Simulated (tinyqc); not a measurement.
Out-diffusion of a doped substrate or buried layer into a growing epitaxial film: one step, computed by the program tinyqc.

x is counted from the original substrate surface into the film, whose surface moves as x = v t. Substrate dopant has one diffusivity; the dopant of the film is taken as uniform.

Question. Transition width. After growth and the later budget: l2 = 2 sqrt(D t + (Dt)2); C(x) = (C_s/2) erfc(x/l2) + share x C_s exp(-x/decay length) for x > 0 (autodoping taken as unchanged by the later budget). The transition x_t solves C(x) = C_e, the metallurgical junction. Usable film = d - x_t. Also give x_t for the erfc term alone, after growth and after the later budget.

Inputs (values chosen for the exercise, modelled on boron in silicon):
```
quantity,value,unit
substrate concentration C_s,1.2e+19,1/cm^3
film doping C_e,2.7e+15,1/cm^3
film thickness d,5.4,um
growth temperature T,950,C
"autodoping level at the start, as a share of C_s",0.0007,-
decay length of autodoping,0.7,um
later thermal budget (Dt)2,1.5e-12,cm^2
```

Film doping: opposite type.

length l = 0.02431410 um

Give: length l2; x_t after growth, erfc alone; x_t after the later budget, erfc alone; x_t with autodoping; usable film.

Answer.

length l2 = 0.03451 um

x_t after growth, erfc alone = 0.06033 um

x_t after the later budget, erfc alone = 0.08563 um

x_t with autodoping = 0.7945 um

usable film = 4.606 um

Autodoping sets the transition. The later budget is 1.0 times that of the growth. Caution: the substrate doping is comparable to or above the intrinsic density at growth temperature, so the diffusivity may be higher on that side.
